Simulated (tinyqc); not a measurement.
# On-chip interconnect, size-dependent resistivity and RC delay: what changes with what

A rectangular line between two neighbours and two ground planes. Surface and grain-boundary scattering are added to the bulk resistivity as corrections; capacitances are parallel-plate values without fringing; inductance is ignored.

Values chosen for this exercise; metal values close to those of copper: bulk resistivity rho0 = 1.69 uohm cm; bulk mean free path lam = 39.1 nm; specular share of surface scattering ps = 0.1; reflection coefficient of grain boundaries Rg = 0.3; grain size over the metal width gr = 1.5; drawn line width wd = 12 nm; aspect ratio, height over width AR = 2; liner on both walls and the bottom, not conducting tl = 2 nm; space to the neighbouring lines sp = 12 nm; dielectric height to the planes above and below hd = 26 nm; relative permittivity of the dielectric ek = 2.7; Miller factor of the neighbours Mf = 1; driver resistance Rd = 1700 ohm; load capacitance Cl = 0.29 fF; bulk resistivity of the second metal (close to iridium) rho2 = 5.15 uohm cm; mean free path of the second metal lam2 = 6.96 nm; liner of the second metal tl2 = 0.4 nm.

Constants: eps0 = 8.8541878128e-12 F/m. Results are converted to the units shown.

Each table varies one quantity; the others keep the values above.

## Delay against the line length

Metal width x = wd - 2 tl, height y = AR wd - tl; grain boundaries (Mayadas-Shatzkes): al = (lam/(gr x)) Rg/(1 - Rg), g = 1/[1 - 3 al/2 + 3 al^2 - 3 al^3 ln(1 + 1/al)] - 1; surfaces (Fuchs-Sondheimer, thick limit): s = (3/8) lam (1 - ps)(1/x + 1/y); rho = rho0 (1 + g + s); r = rho/(x y); c = eps0 ek (2 wd/hd + 2 Mf AR wd/sp). Elmore delay tE = Rd (c Lw + Cl) + r Lw (c Lw/2 + Cl); t50 is the time at which the far end of a ladder of 30 pi sections (half capacitances at both ends, Cl at the far end, a step applied through Rd) reaches half the step; line share r Lw/(Rd + r Lw); estimate 0.69 Rd (c Lw + Cl) + 0.38 r c Lw^2 + 0.69 r Lw Cl.

The same in every row: rho (uohm cm) = 8.721; r (ohm/um) = 495.5; c (fF/um) = 0.1177.

Results:
```
Lw (um),tE (ps),t50 (ps),estimate (ps),line share of the resistance (%)
1,0.8659,0.6068,0.5995,22.57
3,1.787,1.283,1.251,46.65
7,4.328,3.187,3.086,67.11
20,19.03,14.30,13.95,85.36
50,90.58,68.49,67.60,93.58
400,4803,3638,3641,99.15
1000,2.950e4,2.235e4,2.240e4,99.66
3000,2.635e5,1.996e5,2.002e5,99.89
```

Estimate the missing row, Lw = 100 um.

Computed row:
```
Lw (um),tE (ps),t50 (ps),estimate (ps),line share of the resistance (%)
100,326.5,247.2,245.7,96.68
```

With this row back in the table: As Lw goes from 1 to 3000, r stays at 495 ohm/um, c stays at 0.118 fF/um and t50 rises from 0.607 to 2.00e5 ps. t50/tE lies between 0.701 and 0.757, and the estimate is within 3.2 % of t50. The delay goes as Lw^(0.68) for the shortest lines and Lw^(1.99) for the longest; the line resistance equals Rd at 3.43 um.

## Two metals against line width

Metal width x = wd - 2 tl, height y = AR wd - tl; grain boundaries (Mayadas-Shatzkes): al = (lam/(gr x)) Rg/(1 - Rg), g = 1/[1 - 3 al/2 + 3 al^2 - 3 al^3 ln(1 + 1/al)] - 1; surfaces (Fuchs-Sondheimer, thick limit): s = (3/8) lam (1 - ps)(1/x + 1/y); rho = rho0 (1 + g + s); r = rho/(x y). The second metal has rho2, lam2 and tl2 in place of rho0, lam and tl; ps, Rg, gr and AR are shared.

Results:
```
wd (nm),"rho, first (uohm cm)","rho, second (uohm cm)","r, first (ohm/um)","r, second (ohm/um)",ratio second/first
6.5,22.81,10.77,8294,1500,0.1809
8,15.25,9.630,2723,857.4,0.3149
10,10.93,8.676,1012,481.2,0.4755
13,7.974,7.825,369.2,250.5,0.6786
17,6.110,7.174,146.9,131.8,0.8973
22,4.922,6.703,65.10,72.52,1.114
30,3.954,6.282,26.22,36.10,1.377
45,3.143,5.901,8.711,14.90,1.710
120,2.213,5.430,0.8017,1.901,2.372
```

Estimate the missing row, wd = 70 nm.

Computed row:
```
wd (nm),"rho, first (uohm cm)","rho, second (uohm cm)","r, first (ohm/um)","r, second (ohm/um)",ratio second/first
70,2.602,5.631,2.856,5.829,2.041
```

With this row back in the table: The resistivity of the first metal falls from 22.8 to 2.21 uohm cm and that of the second goes from 10.8 to 5.43 uohm cm as the line widens. The products rho0 lam, which set the size effect, are 66.1 and 35.8 uohm cm nm. The two resistances cross at wd = 19.2 nm: below it the second metal gives the lower line resistance. For widths well under the mean free path the thick-limit surface term is only a guide.

Range of the model: The metal width is under the mean free path, where the thick-limit surface term and the simple sum of corrections lose accuracy.

Numbers from tinyqc (`OMP_NUM_THREADS=1 python tinyqc.py 2100051 2100052 out.jsonl`; about 0.01 s on one thread of a shared Intel Xeon 2.30GHz).
